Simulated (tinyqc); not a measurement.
Worked calculation (part 1 of 2): UHF in the sto-3g basis, for Be+, spin multiplicity 2. Computed by tinyqc, a small Python program that keeps every step (integrals from PySCF). Settings: charge = 1, multiplicity = 2, basis = sto-3g, energy threshold = 1e-10, iteration cap = 65, orthogonalisation = canonical, start = core, DIIS depth = 0, damping = 0.7, method = UHF. Command: `OMP_NUM_THREADS=1 python tinyqc.py 24027 24028 out.jsonl` (the two numbers bound the seeds that draw the settings). One thread of a shared host (Intel(R) Xeon(R) Processor @ 2.60GHz), about 0.06 s of CPU time with the checks. Later iterations appear only in the table of the cycle.

## One-electron integrals

Geometry (angstrom):
```
atom         x         y         z
Be    0.000000  0.000000  0.000000
```

Basis sto-3g: exponents (1/bohr^2) and contraction coefficients of normalised primitives:
```
element  l (shell)   exponent  coefficient
Be           s (1)  30.167871     0.154329
Be           s (1)   5.495115     0.535328
Be           s (1)   1.487193     0.444635
Be           s (2)   1.314833    -0.099967
Be           s (2)   0.305539     0.399513
Be           s (2)   0.099371     0.700115
Be           p (3)   1.314833     0.155916
Be           p (3)   0.305539     0.607684
Be           p (3)   0.099371     0.391957
```

Overlap, kinetic and nuclear-attraction integrals over the contracted functions; the nuclear repulsion is the sum of Za Zb / Rab.

nuclear repulsion = 0 hartree

overlap S, lower triangle:
```
           1Be 1s    1Be 2s   1Be 2px   1Be 2py   1Be 2pz
1Be 1s   1.000000
1Be 2s   0.259517  1.000000
1Be 2px  0.000000  0.000000  1.000000
1Be 2py  0.000000  0.000000  0.000000  1.000000
1Be 2pz  0.000000  0.000000  0.000000  0.000000  1.000000
```

kinetic energy T (hartree), lower triangle:
```
            1Be 1s    1Be 2s   1Be 2px   1Be 2py   1Be 2pz
1Be 1s    6.693975
1Be 2s   -0.033012  0.211111
1Be 2px   0.000000  0.000000  0.660592
1Be 2py   0.000000  0.000000  0.000000  0.660592
1Be 2pz   0.000000  0.000000  0.000000  0.000000  0.660592
```

nuclear attraction V (hartree), lower triangle:
```
             1Be 1s     1Be 2s    1Be 2px    1Be 2py    1Be 2pz
1Be 1s   -14.561092
1Be 2s    -1.899246  -2.313268
1Be 2px    0.000000   0.000000  -2.294749
1Be 2py    0.000000   0.000000   0.000000  -2.294749
1Be 2pz    0.000000   0.000000   0.000000   0.000000  -2.294749
```

core Hamiltonian H = T + V (hartree), lower triangle:
```
            1Be 1s     1Be 2s    1Be 2px    1Be 2py    1Be 2pz
1Be 1s   -7.867117
1Be 2s   -1.932258  -2.102157
1Be 2px   0.000000   0.000000  -1.634157
1Be 2py   0.000000   0.000000   0.000000  -1.634157
1Be 2pz   0.000000   0.000000   0.000000   0.000000  -1.634157
```

## Two-electron integrals

Functions are numbered as in S; the eight-fold symmetry (ij|kl) = (ji|kl) = (kl|ij) leaves the list below.

Two-electron integrals (ij|kl) in chemists' order, unique and non-zero (hartree):
```
(11|11) 2.298831   (21|11) 0.392036   (21|21) 0.079539   (22|11) 0.570988
(22|21) 0.143041   (22|22) 0.417683   (31|31) 0.014607   (32|31) 0.021888
(32|32) 0.092265   (33|11) 0.569578   (33|21) 0.143083   (33|22) 0.417589
(33|33) 0.449859   (41|41) 0.014607   (42|41) 0.021888   (42|42) 0.092265
(43|43) 0.024249   (44|11) 0.569578   (44|21) 0.143083   (44|22) 0.417589
(44|33) 0.401360   (44|44) 0.449859   (51|51) 0.014607   (52|51) 0.021888
(52|52) 0.092265   (53|53) 0.024249   (54|54) 0.024249   (55|11) 0.569578
(55|21) 0.143083   (55|22) 0.417589   (55|33) 0.401360   (55|44) 0.401360
(55|55) 0.449859
```

## Orthogonalisation

S = U s U^T; canonical form X = U s^(-1/2), so that X^T S X = 1. Each column of U has its largest component positive (the first on a tie).

eigenvalues of S: 0.740483  1.000000  1.000000  1.000000  1.259517

X:
```
                 1         2         3         4         5
1Be 1s    0.821727  0.000000  0.000000  0.000000  0.630061
1Be 2s   -0.821727  0.000000  0.000000  0.000000  0.630061
1Be 2px   0.000000  1.000000  0.000000  0.000000  0.000000
1Be 2py   0.000000  0.000000  1.000000  0.000000  0.000000
1Be 2pz   0.000000  0.000000  0.000000  1.000000  0.000000
```

Within a degenerate level the vectors are fixed only up to a rotation; this is one choice.

## Starting guess

The start is the orbitals of the core Hamiltonian; D(s) = C_occ C_occ^T for each spin.

D(alpha) at the start, lower triangle:
```
            1Be 1s    1Be 2s   1Be 2px   1Be 2py   1Be 2pz
1Be 1s    1.072213
1Be 2s   -0.278258  1.072213
1Be 2px   0.000000  0.000000  0.000000
1Be 2py   0.000000  0.000000  0.000000  0.000000
1Be 2pz   0.000000  0.000000  0.000000  0.000000  0.000000
```

D(beta) at the start, lower triangle:
```
            1Be 1s    1Be 2s   1Be 2px   1Be 2py   1Be 2pz
1Be 1s    1.009623
1Be 2s   -0.019247  0.000367
1Be 2px   0.000000  0.000000  0.000000
1Be 2py   0.000000  0.000000  0.000000  0.000000
1Be 2pz   0.000000  0.000000  0.000000  0.000000  0.000000
```

## Iteration 1: building the Fock matrix

J_ij = sum D_kl (ij|kl) with D = D(alpha) + D(beta), K_ij = sum D_kl (ik|jl) for each spin; F = H + J - K(s); E = tr D H + tr D J / 2 - 0.5 sum_s tr D(s) K(s) + E_nn.

Coulomb J (hartree), lower triangle:
```
           1Be 1s    1Be 2s   1Be 2px   1Be 2py   1Be 2pz
1Be 1s   5.164952
1Be 2s   0.922252  1.551591
1Be 2px  0.000000  0.000000  1.548530
1Be 2py  0.000000  0.000000  0.000000  1.548530
1Be 2pz  0.000000  0.000000  0.000000  0.000000  1.548530
```

exchange K(alpha) (hartree), lower triangle:
```
           1Be 1s    1Be 2s   1Be 2px   1Be 2py   1Be 2pz
1Be 1s   2.331943
1Be 2s   0.392703  0.453523
1Be 2px  0.000000  0.000000  0.102408
1Be 2py  0.000000  0.000000  0.000000  0.102408
1Be 2pz  0.000000  0.000000  0.000000  0.000000  0.102408
```

exchange K(beta) (hartree), lower triangle:
```
           1Be 1s    1Be 2s   1Be 2px   1Be 2py   1Be 2pz
1Be 1s   2.305890
1Be 2s   0.383341  0.074951
1Be 2px  0.000000  0.000000  0.013939
1Be 2py  0.000000  0.000000  0.000000  0.013939
1Be 2pz  0.000000  0.000000  0.000000  0.000000  0.013939
```

F(alpha) (hartree), lower triangle:
```
            1Be 1s     1Be 2s    1Be 2px    1Be 2py    1Be 2pz
1Be 1s   -5.034108
1Be 2s   -1.402709  -1.004089
1Be 2px   0.000000   0.000000  -0.188035
1Be 2py   0.000000   0.000000   0.000000  -0.188035
1Be 2pz   0.000000   0.000000   0.000000   0.000000  -0.188035
```

F(beta) (hartree), lower triangle:
```
            1Be 1s     1Be 2s    1Be 2px    1Be 2py    1Be 2pz
1Be 1s   -5.008055
1Be 2s   -1.393347  -0.625517
1Be 2px   0.000000   0.000000  -0.099566
1Be 2py   0.000000   0.000000   0.000000  -0.099566
1Be 2pz   0.000000   0.000000   0.000000   0.000000  -0.099566
```

total energy of this density = -14.08975364 hartree

This density is the starting one.

## Iteration 1: diagonalisation and new density

Diagonalise F' = X^T F X, C = X C', fill 2 alpha and 1 beta electrons from the bottom; D(s) = C_occ C_occ^T; the new density keeps 0.7 of the old one (damping). Each column has its largest component positive (the first on a tie).

F' = X^T F X (alpha) (hartree), lower triangle:
```
           1          2          3          4          5
1  -2.182886
2   0.000000  -0.188035
3   0.000000   0.000000  -0.188035
4   0.000000   0.000000   0.000000  -0.188035
5  -2.086496   0.000000   0.000000   0.000000  -3.510716
```

orbital energies (alpha) (hartree): MO1 -5.036379, MO2 -0.657224, MO3 -0.188035, MO4 -0.188035, MO5 -0.188035

coefficients C (alpha):
```
              MO1        MO2       MO3       MO4       MO5
1Be 1s   0.993622  -0.291424  0.000000  0.000000  0.000000
1Be 2s   0.023577   1.035209  0.000000  0.000000  0.000000
1Be 2px  0.000000   0.000000  0.000000  0.000000  1.000000
1Be 2py  0.000000   0.000000  1.000000  0.000000  0.000000
1Be 2pz  0.000000   0.000000  0.000000  1.000000  0.000000
```

F' = X^T F X (beta) (hartree), lower triangle:
```
           1          2          3          4          5
1  -1.922312
2   0.000000  -0.099566
3   0.000000   0.000000  -0.099566
4   0.000000   0.000000   0.000000  -0.099566
5  -2.269009   0.000000   0.000000   0.000000  -3.342656
```

orbital energies (beta) (hartree): MO1 -5.010034, MO2 -0.254934, MO3 -0.099566, MO4 -0.099566, MO5 -0.099566

coefficients C (beta):
```
              MO1        MO2       MO3       MO4       MO5
1Be 1s   0.994309  -0.289070  0.000000  0.000000  0.000000
1Be 2s   0.021126   1.035262  0.000000  0.000000  0.000000
1Be 2px  0.000000   0.000000  0.000000  0.000000  1.000000
1Be 2py  0.000000   0.000000  1.000000  0.000000  0.000000
1Be 2pz  0.000000   0.000000  0.000000  1.000000  0.000000
```

D(alpha) after iteration 1, lower triangle:
```
            1Be 1s    1Be 2s   1Be 2px   1Be 2py   1Be 2pz
1Be 1s    1.072213
1Be 2s   -0.278258  1.072213
1Be 2px   0.000000  0.000000  0.000000
1Be 2py   0.000000  0.000000  0.000000  0.000000
1Be 2pz   0.000000  0.000000  0.000000  0.000000  0.000000
```

D(beta) after iteration 1, lower triangle:
```
            1Be 1s    1Be 2s   1Be 2px   1Be 2py   1Be 2pz
1Be 1s    1.003331
1Be 2s   -0.007171  0.000391
1Be 2px   0.000000  0.000000  0.000000
1Be 2py   0.000000  0.000000  0.000000  0.000000
1Be 2pz   0.000000  0.000000  0.000000  0.000000  0.000000
```

Within a degenerate level the vectors are fixed only up to a rotation; this is one choice.

## Iteration 2: building the Fock matrix

As before.

Coulomb J (hartree), lower triangle:
```
           1Be 1s    1Be 2s   1Be 2px   1Be 2py   1Be 2pz
1Be 1s   5.159971
1Be 2s   0.921710  1.551463
1Be 2px  0.000000  0.000000  1.548413
1Be 2py  0.000000  0.000000  0.000000  1.548413
1Be 2pz  0.000000  0.000000  0.000000  0.000000  1.548413
```

exchange K(alpha) (hartree), lower triangle:
```
           1Be 1s    1Be 2s   1Be 2px   1Be 2py   1Be 2pz
1Be 1s   2.331943
1Be 2s   0.392703  0.453523
1Be 2px  0.000000  0.000000  0.102408
1Be 2py  0.000000  0.000000  0.000000  0.102408
1Be 2pz  0.000000  0.000000  0.000000  0.000000  0.102408
```

exchange K(beta) (hartree), lower triangle:
```
           1Be 1s    1Be 2s   1Be 2px   1Be 2py   1Be 2pz
1Be 1s   2.300897
1Be 2s   0.388733  0.077915
1Be 2px  0.000000  0.000000  0.014377
1Be 2py  0.000000  0.000000  0.000000  0.014377
1Be 2pz  0.000000  0.000000  0.000000  0.000000  0.014377
```

F(alpha) (hartree), lower triangle:
```
            1Be 1s     1Be 2s    1Be 2px    1Be 2py    1Be 2pz
1Be 1s   -5.039090
1Be 2s   -1.403251  -1.004216
1Be 2px   0.000000   0.000000  -0.188153
1Be 2py   0.000000   0.000000   0.000000  -0.188153
1Be 2pz   0.000000   0.000000   0.000000   0.000000  -0.188153
```

F(beta) (hartree), lower triangle:
```
            1Be 1s     1Be 2s    1Be 2px    1Be 2py    1Be 2pz
1Be 1s   -5.008043
1Be 2s   -1.399281  -0.628609
1Be 2px   0.000000   0.000000  -0.100122
1Be 2py   0.000000   0.000000   0.000000  -0.100122
1Be 2pz   0.000000   0.000000   0.000000   0.000000  -0.100122
```

total energy of this density = -14.09198325 hartree

This density is a damped mixture and is not idempotent.

## Iteration 2: diagonalisation and new density

As before.

F' = X^T F X (alpha) (hartree), lower triangle:
```
           1          2          3          4          5
1  -2.185604
2   0.000000  -0.188153
3   0.000000   0.000000  -0.188153
4   0.000000   0.000000   0.000000  -0.188153
5  -2.089009   0.000000   0.000000   0.000000  -3.513175
```

orbital energies (alpha) (hartree): MO1 -5.041322, MO2 -0.657456, MO3 -0.188153, MO4 -0.188153, MO5 -0.188153

coefficients C (alpha):
```
              MO1        MO2       MO3       MO4       MO5
1Be 1s   0.993681  -0.291224  0.000000  0.000000  0.000000
1Be 2s   0.023368   1.035213  0.000000  0.000000  0.000000
1Be 2px  0.000000   0.000000  0.000000  0.000000  1.000000
1Be 2py  0.000000   0.000000  1.000000  0.000000  0.000000
1Be 2pz  0.000000   0.000000  0.000000  1.000000  0.000000
```

F' = X^T F X (beta) (hartree), lower triangle:
```
           1          2          3          4          5
1  -1.916378
2   0.000000  -0.100122
3   0.000000   0.000000  -0.100122
4   0.000000   0.000000   0.000000  -0.100122
5  -2.267402   0.000000   0.000000   0.000000  -3.348590
```

orbital energies (beta) (hartree): MO1 -5.010281, MO2 -0.254687, MO3 -0.100122, MO4 -0.100122, MO5 -0.100122

coefficients C (beta):
```
              MO1        MO2       MO3       MO4       MO5
1Be 1s   0.993935  -0.290354  0.000000  0.000000  0.000000
1Be 2s   0.022463   1.035233  0.000000  0.000000  0.000000
1Be 2px  0.000000   0.000000  0.000000  0.000000  1.000000
1Be 2py  0.000000   0.000000  1.000000  0.000000  0.000000
1Be 2pz  0.000000   0.000000  0.000000  1.000000  0.000000
```

D(alpha) after iteration 2, lower triangle:
```
            1Be 1s    1Be 2s   1Be 2px   1Be 2py   1Be 2pz
1Be 1s    1.072213
1Be 2s   -0.278258  1.072213
1Be 2px   0.000000  0.000000  0.000000
1Be 2py   0.000000  0.000000  0.000000  0.000000
1Be 2pz   0.000000  0.000000  0.000000  0.000000  0.000000
```

D(beta) after iteration 2, lower triangle:
```
           1Be 1s    1Be 2s   1Be 2px   1Be 2py   1Be 2pz
1Be 1s   0.998704
1Be 2s   0.001678  0.000425
1Be 2px  0.000000  0.000000  0.000000
1Be 2py  0.000000  0.000000  0.000000  0.000000
1Be 2pz  0.000000  0.000000  0.000000  0.000000  0.000000
```

Within a degenerate level the vectors are fixed only up to a rotation; this is one choice.

## Iteration 3: building the Fock matrix

As before.

Coulomb J (hartree), lower triangle:
```
           1Be 1s    1Be 2s   1Be 2px   1Be 2py   1Be 2pz
1Be 1s   5.156292
1Be 2s   0.921308  1.551367
1Be 2px  0.000000  0.000000  1.548324
1Be 2py  0.000000  0.000000  0.000000  1.548324
1Be 2pz  0.000000  0.000000  0.000000  0.000000  1.548324
```

exchange K(alpha) (hartree), lower triangle:
```
           1Be 1s    1Be 2s   1Be 2px   1Be 2py   1Be 2pz
1Be 1s   2.331943
1Be 2s   0.392703  0.453523
1Be 2px  0.000000  0.000000  0.102408
1Be 2py  0.000000  0.000000  0.000000  0.102408
1Be 2pz  0.000000  0.000000  0.000000  0.000000  0.102408
```

exchange K(beta) (hartree), lower triangle:
```
           1Be 1s    1Be 2s   1Be 2px   1Be 2py   1Be 2pz
1Be 1s   2.297201
1Be 2s   0.392681  0.080093
1Be 2px  0.000000  0.000000  0.014700
1Be 2py  0.000000  0.000000  0.000000  0.014700
1Be 2pz  0.000000  0.000000  0.000000  0.000000  0.014700
```

F(alpha) (hartree), lower triangle:
```
            1Be 1s     1Be 2s    1Be 2px    1Be 2py    1Be 2pz
1Be 1s   -5.042769
1Be 2s   -1.403652  -1.004313
1Be 2px   0.000000   0.000000  -0.188242
1Be 2py   0.000000   0.000000   0.000000  -0.188242
1Be 2pz   0.000000   0.000000   0.000000   0.000000  -0.188242
```

F(beta) (hartree), lower triangle:
```
            1Be 1s     1Be 2s    1Be 2px    1Be 2py    1Be 2pz
1Be 1s   -5.008027
1Be 2s   -1.403630  -0.630883
1Be 2px   0.000000   0.000000  -0.100534
1Be 2py   0.000000   0.000000   0.000000  -0.100534
1Be 2pz   0.000000   0.000000   0.000000   0.000000  -0.100534
```

total energy of this density = -14.09363514 hartree

This density is a damped mixture and is not idempotent.

## Iteration 3: diagonalisation and new density

As before.

F' = X^T F X (alpha) (hartree), lower triangle:
```
           1          2          3          4          5
1  -2.187611
2   0.000000  -0.188242
3   0.000000   0.000000  -0.188242
4   0.000000   0.000000   0.000000  -0.188242
5  -2.090864   0.000000   0.000000   0.000000  -3.514992
```

orbital energies (alpha) (hartree): MO1 -5.044974, MO2 -0.657629, MO3 -0.188242, MO4 -0.188242, MO5 -0.188242

coefficients C (alpha):
```
              MO1        MO2        MO3        MO4       MO5
1Be 1s   0.993724  -0.291076   0.000000   0.000000  0.000000
1Be 2s   0.023215   1.035217   0.000000   0.000000  0.000000
1Be 2px  0.000000   0.000000  -0.137508   0.075075  0.987651
1Be 2py  0.000000   0.000000   0.866868  -0.473280  0.156668
1Be 2pz  0.000000   0.000000   0.479198   0.877707  0.000000
```

F' = X^T F X (beta) (hartree), lower triangle:
```
           1          2          3          4          5
1  -1.912029
2   0.000000  -0.100534
3   0.000000   0.000000  -0.100534
4   0.000000   0.000000   0.000000  -0.100534
5  -2.266216   0.000000   0.000000   0.000000  -3.352939
```

orbital energies (beta) (hartree): MO1 -5.010464, MO2 -0.254504, MO3 -0.100534, MO4 -0.100534, MO5 -0.100534

coefficients C (beta):
```
              MO1        MO2       MO3       MO4       MO5
1Be 1s   0.993660  -0.291296  0.000000  0.000000  0.000000
1Be 2s   0.023444   1.035212  0.000000  0.000000  0.000000
1Be 2px  0.000000   0.000000  0.000000  0.000000  1.000000
1Be 2py  0.000000   0.000000  0.000000  1.000000  0.000000
1Be 2pz  0.000000   0.000000  1.000000  0.000000  0.000000
```

D(alpha) after iteration 3, lower triangle:
```
            1Be 1s    1Be 2s   1Be 2px   1Be 2py   1Be 2pz
1Be 1s    1.072213
1Be 2s   -0.278258  1.072213
1Be 2px   0.000000  0.000000  0.000000
1Be 2py   0.000000  0.000000  0.000000  0.000000
1Be 2pz   0.000000  0.000000  0.000000  0.000000  0.000000
```

D(beta) after iteration 3, lower triangle:
```
           1Be 1s    1Be 2s   1Be 2px   1Be 2py   1Be 2pz
1Be 1s   0.995301
1Be 2s   0.008163  0.000462
1Be 2px  0.000000  0.000000  0.000000
1Be 2py  0.000000  0.000000  0.000000  0.000000
1Be 2pz  0.000000  0.000000  0.000000  0.000000  0.000000
```

Within a degenerate level the vectors are fixed only up to a rotation; this is one choice.

## Iteration 51 (converged): orbitals

converged F(alpha) (hartree), lower triangle:
```
            1Be 1s     1Be 2s    1Be 2px    1Be 2py    1Be 2pz
1Be 1s   -5.053146
1Be 2s   -1.404794  -1.004602
1Be 2px   0.000000   0.000000  -0.188511
1Be 2py   0.000000   0.000000   0.000000  -0.188511
1Be 2pz   0.000000   0.000000   0.000000   0.000000  -0.188511
```

converged F(beta) (hartree), lower triangle:
```
            1Be 1s     1Be 2s    1Be 2px    1Be 2py    1Be 2pz
1Be 1s   -5.007900
1Be 2s   -1.415560  -0.637202
1Be 2px   0.000000   0.000000  -0.101702
1Be 2py   0.000000   0.000000   0.000000  -0.101702
1Be 2pz   0.000000   0.000000   0.000000   0.000000  -0.101702
```

Diagonalise F' = X^T F X, C = X C', fill 2 alpha and 1 beta electrons from the bottom; D(s) = C_occ C_occ^T. Each column has its largest component positive (the first on a tie).

F' = X^T F X (alpha) (hartree), lower triangle:
```
           1          2          3          4          5
1  -2.193271
2   0.000000  -0.188511
3   0.000000   0.000000  -0.188511
4   0.000000   0.000000   0.000000  -0.188511
5  -2.096087   0.000000   0.000000   0.000000  -3.520133
```

orbital energies (alpha) (hartree): MO1 -5.055275, MO2 -0.658129, MO3 -0.188511, MO4 -0.188511, MO5 -0.188511

coefficients C (alpha):
```
              MO1        MO2       MO3       MO4       MO5
1Be 1s   0.993845  -0.290663  0.000000  0.000000  0.000000
1Be 2s   0.022784   1.035226  0.000000  0.000000  0.000000
1Be 2px  0.000000   0.000000  0.000000  0.000000  1.000000
1Be 2py  0.000000   0.000000  0.000000  1.000000  0.000000
1Be 2pz  0.000000   0.000000  1.000000  0.000000  0.000000
```

F' = X^T F X (beta) (hartree), lower triangle:
```
           1          2          3          4          5
1  -1.900099
2   0.000000  -0.101702
3   0.000000   0.000000  -0.101702
4   0.000000   0.000000   0.000000  -0.101702
5  -2.262879   0.000000   0.000000   0.000000  -3.364869
```

orbital energies (beta) (hartree): MO1 -5.010931, MO2 -0.254038, MO3 -0.101702, MO4 -0.101702, MO5 -0.101702

coefficients C (beta):
```
              MO1        MO2       MO3       MO4       MO5
1Be 1s   0.992898  -0.293881  0.000000  0.000000  0.000000
1Be 2s   0.026138   1.035147  0.000000  0.000000  0.000000
1Be 2px  0.000000   0.000000  1.000000  0.000000  0.000000
1Be 2py  0.000000   0.000000  0.000000  0.000000  1.000000
1Be 2pz  0.000000   0.000000  0.000000  1.000000  0.000000
```

D(alpha) after iteration 51, lower triangle:
```
            1Be 1s    1Be 2s   1Be 2px   1Be 2py   1Be 2pz
1Be 1s    1.072213
1Be 2s   -0.278258  1.072213
1Be 2px   0.000000  0.000000  0.000000
1Be 2py   0.000000  0.000000  0.000000  0.000000
1Be 2pz   0.000000  0.000000  0.000000  0.000000  0.000000
```

D(beta) after iteration 51, lower triangle:
```
           1Be 1s    1Be 2s   1Be 2px   1Be 2py   1Be 2pz
1Be 1s   0.985847
1Be 2s   0.025952  0.000683
1Be 2px  0.000000  0.000000  0.000000
1Be 2py  0.000000  0.000000  0.000000  0.000000
1Be 2pz  0.000000  0.000000  0.000000  0.000000  0.000000
```

Within a degenerate level the vectors are fixed only up to a rotation; this is one choice.
